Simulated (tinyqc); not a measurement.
The 3-omega method: a line heater on a substrate with a thin film: one step, computed by the program tinyqc. Command: `OMP_NUM_THREADS=1 python tinyqc.py 3001185 3001186 out.jsonl threeomega walk`. One thread of a shared host (Intel(R) Xeon(R) Processor @ 2.30GHz), about 0.01 s of CPU time with the checks.

A current at angular frequency omega = 2 pi f heats the line at 2 omega with the amplitude P per length; the temperature swing Delta T at 2 omega gives a voltage at 3 omega. The substrate is taken as semi-infinite and isotropic, and the heat capacity of heater and film is left out.

Question. Temperature swing of the bare substrate. Delta T_s = (P/(pi kappa)) int_0^infinity (sin x/x)^2 / sqrt(x^2 + (q b)^2) dx with (q b)^2 = i |q b|^2, averaged over the heater width (12 Gauss-Legendre points on each of the pieces 0, 14 log-spaced edges from 1e-5 to 1, and multiples of pi to 40 pi; the tail adds 1/(4 (40 pi)^2)). For |q| b much below 1: Delta T_s = (P/(pi kappa)) [-ln(|q| b) + eta - i pi/4], eta = 3/2 - C_E = 0.92278, with Euler's C_E = 0.5772157.

Inputs (values chosen for the exercise, modelled on alumina on gallium nitride):

| quantity | value | unit |
|---|---|---|
| substrate conductivity kappa | 180 | W/(m K) |
| substrate heat capacity C | 3.04 | 1e6 J/(m^3 K) |
| heater half-width b | 7.1 | micrometre |
| power amplitude per length P | 41 | W/m |
| current frequency f | 2000 | Hz |

|q| b = 0.1462779

Give: in-phase Delta T_s; out-of-phase Delta T_s; in-phase, narrow-line form; out-of-phase, narrow-line form.

Answer.

in-phase Delta T_s = 0.2065 K

out-of-phase Delta T_s = -0.05619 K

in-phase, narrow-line form = 0.2063 K

out-of-phase, narrow-line form = -0.05694 K

The narrow-line form misses the in-phase part by -0.10 % and the out-of-phase part by +1.3 % at |q| b = 0.146.
